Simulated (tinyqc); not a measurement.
Inside a calculation. Model: double-gate transistor below threshold, two-dimensional Poisson equation on a small mesh.

Computed by the program tinyqc: `OMP_NUM_THREADS=1 python tinyqc.py 2480065 2480066 out.jsonl`, one thread of a shared Intel Xeon 2.30GHz, about 0.1 s for the whole run. Printed values are rounded.

Half of a symmetric double-gate structure: row 0 is the mid-plane of the body, where the normal field vanishes. Mobile charge is neglected (subthreshold), the body is fully depleted, and potentials are counted from the intrinsic level; rows run upward to the gate, columns from source to drain.

Values chosen for this exercise; semiconductor permittivity close to that of silicon:
- T = 273 K (temperature)
- eps_r = 11.7 (relative permittivity of the semiconductor)
- eox = 7.5 (relative permittivity of the insulator)
- tb = 6 nm (half the body thickness)
- tox = 2.6 nm (insulator thickness)
- L = 39 nm (channel length)
- Na = 0 cm^-3 (acceptor density of the depleted body)
- Vbi = 0.45 V (potential of the source)
- Vfb = -0.07 V (gate offset)
- Vg = 0 V (gate voltage)
- Vd = 1 V (drain voltage)

Constants: q = 1.602176634e-19 C, kB = 1.380649e-23 J/K, Vt = kB T/q, eps0 = 8.8541878128e-14 F/cm where lengths are in cm. Results are converted to the units shown.

## Coefficients of the five-point equations

Mesh: rows i = 0..2 in the semiconductor (step hs = tb/2, row 2 on the interface), then 1 step(s) ho = tox/1 up to the gate row 3; columns j = 0..5 (step hy = L/5). Box integration, divided by eps0: up_i = eps hy/h of the interval above row i, dn_i = that of the interval below (0 for row 0), lat_i = (sum of eps h/2 over the intervals above and below)/hy, s_i = -q Na w_i hy/eps0 with w_i the semiconductor height of the box (hs/2 for row 0 and the interface row, hs between, 0 in the insulator). Each free node obeys (up + dn + 2 lat) psi = up psi(above) + dn psi(below) + lat [psi(left) + psi(right)] + s.

```
row,up,dn,lat,s (V)
0,30.42,0,2.25,0
1,30.42,30.42,4.5,0
2,22.5,30.42,3.5,0
```

## Iteration 1: Jacobi sweep

psi at the start (fixed values on the edges, free nodes at the gate value) (V):
```
,j=0,j=1,j=2,j=3,j=4,j=5
row 0,0.45000,0.07000,0.07000,0.07000,0.07000,1.45000
row 1,0.45000,0.07000,0.07000,0.07000,0.07000,1.45000
row 2,0.45000,0.07000,0.07000,0.07000,0.07000,1.45000
row 3,0.07000,0.07000,0.07000,0.07000,0.07000,0.07000
```

Free nodes: rows 0..2, columns 1..4, taken row by row from row 0, left to right. t = (up psi(above) + dn psi(below) + lat [psi(left) + psi(right)] + s)/(up + dn + 2 lat), with all neighbours from the previous sweep; psi(new) = t.

psi after iteration 1 (V):
```
,j=0,j=1,j=2,j=3,j=4,j=5
row 0,0.45000,0.09448,0.07000,0.07000,0.15892,1.45000
row 1,0.45000,0.09448,0.07000,0.07000,0.15892,1.45000
row 2,0.45000,0.09220,0.07000,0.07000,0.15061,1.45000
row 3,0.07000,0.07000,0.07000,0.07000,0.07000,0.07000
```

## Iteration 2: Jacobi sweep

As before.

psi after iteration 2 (V):
```
,j=0,j=1,j=2,j=3,j=4,j=5
row 0,0.45000,0.11581,0.07158,0.07573,0.23638,1.45000
row 1,0.45000,0.11482,0.07158,0.07573,0.23276,1.45000
row 2,0.45000,0.10463,0.07130,0.07471,0.19575,1.45000
row 3,0.07000,0.07000,0.07000,0.07000,0.07000,0.07000
```

## Course of the iteration: Jacobi sweep

Stop when the largest change of psi is below 1e-7 V, or after 400 iterations. Fixed values: gate row Vg - Vfb; column 0 at Vbi and the last column at Vbi + Vd in the semiconductor, each running linearly to Vg - Vfb across the insulator.

Course of the iteration:
```
iteration,"psi at row 0, j = 2 (V)",largest |change| of one entry (V)
1,0.07,0.0889
2,0.0715776,0.0775
3,0.0746954,0.0647
4,0.0790463,0.0475
5,0.0839255,0.0402
6,0.0893081,0.0299
7,0.0947609,0.0256
8,0.100250,0.0193
9,0.105571,0.0167
...,...,...
90,0.160221,2.67e-7
91,0.160221,2.34e-7
92,0.160222,2.05e-7
93,0.160222,1.80e-7
94,0.160222,1.58e-7
95,0.160222,1.39e-7
96,0.160222,1.22e-7
97,0.160222,1.07e-7
98,0.160222,9.37e-8
```

Converged in 98 iterations. At the end each change is about 0.88 times the one before: linear convergence.

## Barrier, swing and barrier lowering

converged psi (V):
```
,j=0,j=1,j=2,j=3,j=4,j=5
row 0,0.45000,0.21772,0.16022,0.23786,0.56140,1.45000
row 1,0.45000,0.20479,0.15023,0.21967,0.51961,1.45000
row 2,0.45000,0.16366,0.12189,0.16739,0.38455,1.45000
row 3,0.07000,0.07000,0.07000,0.07000,0.07000,0.07000
```

d psi/dVg on row 0: j=0 0.000000, j=1 0.636864, j=2 0.853360, j=3 0.853360, j=4 0.636864, j=5 0.000000
d psi/dVd on row 0: j=0 0.00000, j=1 0.00972, j=2 0.03450, j=3 0.11214, j=4 0.35341, j=5 1.00000

The barrier is read along row 0, the path farthest from the gate. Take the node j of lowest psi: barrier Vbi - psi_j; swing Vt ln 10/(d psi_j/dVg); DIBL = (d psi_j/dVd)/(d psi_j/dVg). The derivatives solve the same equations with s = 0 and a unit change of that voltage.

j = 2
barrier = 0.289777 V
swing = 63.4773 mV/decade
DIBL = 40.4285 mV/V

A mesh of 12, 8 and 80 steps (semiconductor, insulator, channel) gives a barrier of 0.306 V, a swing of 61.8 mV a decade and a DIBL of 30.2 mV/V; the small mesh puts the barrier 5.5 % below that.
